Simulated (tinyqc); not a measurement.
# p-n diode with diffusion and depletion-layer recombination: currents and ideality against junction voltage

Abrupt junction in the depletion approximation, low injection, full ionisation, neutral widths fixed, ohmic contact on the p side. Vj is the junction voltage; where a series resistance Rs is given, V = Vj + J Rs is the terminal voltage.

ni = sqrt(Nc Nv) exp(-Eg/(2 Vt)), Eg in volts; D = mu Vt; Ln = sqrt(Dn tn), Lp = sqrt(Dp tp); J0n = q ni^2 Dn coth(wp/Ln)/(Ln Na); J0p = (q ni^2 Dp/(Lp Nd)) (s + tanh(wn/Lp))/(1 + s tanh(wn/Lp)), s = Sp Lp/Dp. J_diff = (J0n + J0p)(exp(Vj/Vt) - 1). Vbi = Vt ln(Na Nd/ni^2), W = sqrt(2 eps0 eps_r (Vbi - Vj)(1/Na + 1/Nd)/q), xp = W Nd/(Na + Nd), xn = W Na/(Na + Nd); u(x) = q Na (x + xp)^2/(2 eps0 eps_r) for x < 0 and Vbi - Vj - q Nd (xn - x)^2/(2 eps0 eps_r) for x > 0; p = Na exp(-u/Vt), n = Nd exp((u - Vbi + Vj)/Vt); U = ni^2 (exp(Vj/Vt) - 1)/(tp (n + ni exp(Et/Vt)) + tn (p + ni exp(-Et/Vt))); J_scr = q times the integral of U from -xp to xn. J = J_diff + J_scr. Ideality = (1/Vt) dVj/d ln J or (1/Vt) dV/d ln J; last column ni^2 exp(Vj/Vt)/N^2.

Parameters, values chosen for the exercise; band and dielectric values close to those of silicon: temperature T = 293 K; band gap Eg = 1.1 eV; relative permittivity eps_r = 11.9; conduction-band density of states at T Nc = 2.72e19 cm^-3; valence-band density of states at T Nv = 2.55e19 cm^-3; acceptor density Na = 1.3e17 cm^-3; donor density Nd = 6.4e17 cm^-3; electron mobility in the p side mun = 660 cm^2/(V s); hole mobility in the n side mup = 190 cm^2/(V s); electron lifetime tn = 3e-7 s; hole lifetime tp = 3e-9 s; neutral width of the p side wp = 0.27 um; neutral width of the n side wn = 34 um; recombination velocity at the n contact Sp = 10 cm/s; series resistance Rs = 0.003 ohm cm^2; trap level above the intrinsic level Et = 0 eV.

Constants: q = 1.602176634e-19 C, kB = 1.380649e-23 J/K, Vt = kB T/q, eps0 = 8.8541878128e-14 F/cm where lengths are in cm. Results are converted to the units shown.

Result of one run:
```
J_diff (A/cm^2),J_scr (A/cm^2),J (A/cm^2),V (V),ideality against Vj,ideality against V,"minority/doping, lighter side"
0.007791,2.224e-4,0.008014,0.4700,1.013,1.014,5.982e-7
```

Which junction voltage at which recombination is evaluated Vj gave this result: 0.47, 0.53, 0.66 or 0.72 V?

Vj = 0.47 V.

The whole series:
```
Vj (V),J_diff (A/cm^2),J_scr (A/cm^2),J (A/cm^2),V (V),ideality against Vj,ideality against V,"minority/doping, lighter side"
0.22,3.903e-7,1.213e-6,1.603e-6,0.2200,1.539,1.539,2.997e-11
0.28,4.202e-6,4.276e-6,8.478e-6,0.2800,1.314,1.314,3.226e-10
0.34,4.524e-5,1.486e-5,6.010e-5,0.3400,1.134,1.134,3.473e-9
0.41,7.237e-4,6.354e-5,7.873e-4,0.4100,1.040,1.040,5.557e-8
0.47,0.007791,2.224e-4,0.008014,0.4700,1.013,1.014,5.982e-7
0.53,0.08388,7.879e-4,0.08467,0.5303,1.004,1.014,6.440e-6
0.59,0.9030,0.002842,0.9058,0.5927,1.001,1.109,6.933e-5
0.66,14.45,0.01313,14.46,0.7034,1.000,2.718,0.001109
0.72,155.5,0.04956,155.6,1.187,1.000,19.48,0.01194
```

The ideality against Vj falls from 1.54 to 1.00. Diffusion overtakes recombination in the layer between Vj = 0.28 and 0.34 V. J_scr alone has an ideality of 1.89 between the first two rows and 1.79 between the last two. From Vj = 0.59 V the series resistance raises the terminal ideality by over a tenth; there J Rs = 0.11 Vt.

Program tinyqc, `OMP_NUM_THREADS=1 python tinyqc.py 2260117 2260118 out.jsonl`; Intel Xeon 2.30GHz, shared host, one thread, about 0.01 s.
